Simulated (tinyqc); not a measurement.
Three descriptions against temperature: one anharmonic mode: perturbation theory, self-consistent phonons and exact levels. Computed by tinyqc, a small Python program. Command: `OMP_NUM_THREADS=1 python tinyqc.py 3020126 3020127 out.jsonl scp walk`. One thread of a shared host (Intel(R) Xeon(R) Processor @ 2.30GHz), about 0.04 s of CPU time with the checks.

V(x) = k x^2/2 + b x^4 for one coordinate x of mass M. A constant K > 0 gives hbar Omega = sqrt((hbar^2/u) K/M) with K in eV/angstrom^2 and M in u.

Inputs (values chosen for the exercise, for a model mode): mode mass M = 17.6 u; harmonic constant k = 0.576 eV/angstrom^2; quartic constant b = 0.628 eV/angstrom^4.

Shape: single well.

Constants: hbar^2/u = 4.18015928e-03 eV angstrom^2; k_B = 8.617333262e-05 eV/K.

Method:
- Self-consistent phonon, centred at x = 0: K = k + 12 b <x^2>, <x^2> = (hbar Omega/(2K)) coth(hbar Omega/(2 k_B T)).
- Its free energy is F = k_B T ln[2 sinh(hbar Omega/(2 k_B T))] + (k - K)<x^2>/2 + 3 b <x^2>^2, an upper bound to the exact one.
- Basis: oscillator states n of the constant |k|, with x = s (a + a+), s^2 = hbar Omega/(2|k|); H = hbar Omega (n + 1/2) + (k - |k|) x^2/2 + b x^4, with exact matrix elements of x^2 and x^4.
- Exact values use 120 basis states: F = -k_B T ln sum exp(-E_n/(k_B T)), and <x^2> is the Boltzmann mean.
- The classical <x^2> is int x^2 exp(-V/(k_B T)) dx / int exp(-V/(k_B T)) dx (2001 points over six exact widths each way).

Results; columns: (1) T (K); (2) hbar Omega, self-consistent (meV); (3) <x^2>, self-consistent; (4) <x^2>, exact; (5) F, self-consistent (meV); (6) F, exact (meV); (7) <x^2>, classical:
```
(1)     (2)        (3)        (4)      (5)      (6)        (7)
6.8  12.407  0.0095715  0.0095819   6.0310   6.0295  0.0010042
16   12.407  0.0095737  0.0095842   6.0308   6.0293  0.0023243
34   12.426  0.0098359  0.0098497   5.9884   5.9866  0.0047959
61   12.538   0.011393   0.011429   5.5166   5.5128  0.0082765
110  12.840   0.015682   0.015815   3.1276   3.1130   0.014064
190  13.343   0.023038   0.023440  -3.8996  -3.9501   0.022477
330  14.101   0.034660   0.035713  -21.920  -22.079   0.035203
540  15.012   0.049469   0.051668  -57.055  -57.458   0.051384
```

What does the comparison show, and why?

The self-consistent quantum hardens from 12.41 to 15.01 meV, since a wider spread samples the steep quartic walls. Its <x^2> misses by -0.1 % at the lowest T and -4.3 % at the highest; the excess in F runs from 0.001 to 0.403 meV. The classical value is 0.10 of the exact one at the lowest T and 0.995 at the highest.

Extremes, crossings and ranges named in words are read from the listed rows.
